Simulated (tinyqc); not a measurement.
Planar ballistic transistor, top-of-the-barrier model: effect of the drain control CD/CS.

At the top of the source barrier, states moving towards the drain are filled by the source (Fermi level 0) and states moving back by the drain (Fermi level -q Vd); nothing scatters. U is the shift of the band edge there, set by the capacitances CG, CD and CS (the total) and by the charge. Parabolic two-dimensional band; the source is grounded.

N0 = gv m kB T/(pi hbar^2), CG = eps0 eox/tox, vT = sqrt(2 kB T/(pi m)), CS = CG/aG, n0 = n at U = 0 and Vd = 0. eta1 = -(E0 + U)/Vt, eta2 = eta1 - Vd/Vt, n = (N0/2)[F_0(eta1) + F_0(eta2)], F_0(x) = ln(1 + exp x). U = UL + q (n - n0)/CS with UL = -(aG Vg + aD Vd), energies in eV. I = q (N0/2) vT [F_(1/2)(eta1) - F_(1/2)(eta2)] per width, F_(1/2)(x) = (2/sqrt(pi)) int_0^infinity u^(1/2)/(1 + exp(u - x)) du. CQ = (q/Vt) dn/d(eta1). E0 is held fixed.

Values chosen for this exercise; mass and valleys close to those of silicon (two valleys):

| symbol | value | unit | meaning |
|---|---|---|---|
| T | 300 | K | temperature |
| m | 0.193 | m0 | effective mass |
| gv | 2 |  | valley degeneracy |
| eox | 3.9 |  | relative permittivity of the gate insulator |
| tox | 3.3 | nm | insulator thickness |
| aG | 0.84 |  | gate control CG/CS |
| E0 | 0.3 | eV | band edge at the barrier top above the source Fermi level at zero bias |
| Vg | 0.4 | V | gate voltage |
| Vd | 0.4 | V | drain voltage |

Constants: q = 1.602176634e-19 C, kB = 1.380649e-23 J/K, hbar = 1.054571817e-34 J s, m0 = 9.1093837015e-31 kg, Vt = kB T/q, eps0 = 8.8541878128e-14 F/cm where lengths are in cm. Results are converted to the units shown.

Effect of the drain control CD/CS:
```
aD	eta1	n (cm^-2)	I (uA/um)	mean velocity I/(q n) (cm/s)	CQ/CS
0	-1.241	5.294e11	107.8	1.271e7	2.326
0.02	-1.150	5.733e11	117.1	1.274e7	2.494
0.04	-1.064	6.181e11	126.6	1.278e7	2.661
0.06	-0.9809	6.637e11	136.4	1.282e7	2.828
0.08	-0.9017	7.100e11	146.3	1.287e7	2.994
0.1	-0.8258	7.569e11	156.5	1.291e7	3.158
0.12	-0.7528	8.045e11	166.9	1.295e7	3.320
0.14	-0.6825	8.525e11	177.4	1.299e7	3.481
```

What does the table show?

As aD goes from 0 to 0.14, n rises from 5.29e11 to 8.53e11 cm^-2, the mean velocity rises from 1.27e7 to 1.30e7 cm/s and the current rises from 108 to 177 uA/um. CQ/CS goes from 2.3 to 3.5.

Program tinyqc, `OMP_NUM_THREADS=1 python tinyqc.py 2400135 2400136 out.jsonl`; Intel Xeon 2.30GHz, shared host, one thread, about 0.01 s.
